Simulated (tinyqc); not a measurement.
What moves the results: carbon nanotube by zone folding. A value that a table varies takes the place of the one given here.

Circumference C = n a1 + m a2, a = sqrt3 acc; d = a sqrt(n^2 + nm + m^2)/pi; tan(theta) = sqrt3 m/(2n + m); dR = gcd(2n + m, 2m + n); T = t1 a1 + t2 a2 with t1 = (2m + n)/dR, t2 = -(2n + m)/dR, |T| = sqrt3 pi d/dR; N = 2 (n^2 + nm + m^2)/dR hexagons a cell. On cutting line mu = 0 to N - 1 at x = k|T|/(2 pi) the phases are p1 = 2 pi (-t2 mu + m x)/N, p2 = 2 pi (t1 mu - n x)/N, and E = -/+ t |1 + exp(i p1) + exp(i p2)|.

Inputs chosen for the exercise (near those used for carbon; not measured data): t = 2.67 eV (hopping); acc = 1.42 angstrom (bond length); tubes = ((7, 2), (11, 10), (12, 4), (16, 8), (6, 4), (11, 0), (8, 4)) (pairs (n, m)); n = 5 (chiral index); m = 4 (chiral index).

## Semiconducting tubes compared

E11 and E22 are twice the two lowest band edges; the cone gives E11 d = 2 t acc and E22/E11 = 2.

Tubes:

| (n,m) | d (angstrom) | theta (deg) | (n - m) mod 3 | E11 (eV) | E22 (eV) | E11 d/(2 t acc) | E22/E11 |
|---|---|---|---|---|---|---|---|
| (7,2) | 6.41 | 12.2 | 2 | 1.2123 | 2.1875 | 1.025 | 1.804 |
| (11,10) | 14.24 | 28.4 | 1 | 0.5308 | 1.0606 | 0.997 | 1.998 |
| (12,4) | 11.29 | 13.9 | 2 | 0.6809 | 1.2929 | 1.014 | 1.899 |
| (16,8) | 16.57 | 19.1 | 2 | 0.4607 | 0.8977 | 1.007 | 1.949 |
| (6,4) | 6.83 | 23.4 | 2 | 1.1163 | 2.1157 | 1.005 | 1.895 |
| (11,0) | 8.61 | 0.0 | 2 | 0.9034 | 1.6539 | 1.026 | 1.831 |
| (8,4) | 8.29 | 19.1 | 1 | 0.8977 | 1.8543 | 0.981 | 2.066 |

How do the results move?

E11 follows 1/d first. For mod 1 the scaled E11 lies below one (0.981 to 0.997) and E22/E11 on both sides of two (1.998 to 2.066). For mod 2 the scaled E11 lies above one (1.005 to 1.026) and E22/E11 below two (1.804 to 1.949). The largest departure of the scaled E11 is that of (11,0); warping acts as cos(3 theta)/d, most for thin tubes near zigzag. Below about 8 angstrom curvature, left out of zone folding, changes the gaps further.

## Neighbouring tubes

Diameter, chiral angle and twice the lowest band edge. Each row changes one parameter from the base and keeps the others.

Results:

| case | d (angstrom) | theta (deg) | gap (eV) |
|---|---|---|---|
| base | 6.115 | 26.33 | 1.2204 |
| n = 6 | 6.825 | 23.41 | 1.1163 |
| m = 5 | 6.780 | 30.00 | 0.0000 |
| t = 2.804 eV | 6.115 | 26.33 | 1.2817 |
| acc = 1.46 angstrom | 6.287 | 26.33 | 1.2204 |

What does this show?

The largest shifts from the base row, up to three for each result and ties (the steps differ in size, so this ranks the rows, not the parameters). d (angstrom): n +0.711, m +0.665, acc +0.172; unchanged at the printed digits by t. theta (deg): m +3.67, n -2.92; unchanged at the printed digits by t and acc. gap (eV): m -1.2204, n -0.1041, t +0.0612; unchanged at the printed digits by acc. In zone folding the gap does not depend on acc at fixed (n, m); a step in n or m changes (n - m) mod 3 and closes the gap where that becomes zero.

(tinyqc, `OMP_NUM_THREADS=1 python tinyqc.py 1480595 1480596 out.jsonl`, Intel(R) Xeon(R) Processor @ 2.30GHz, 1 thread, shared host, about 0.04 s.)
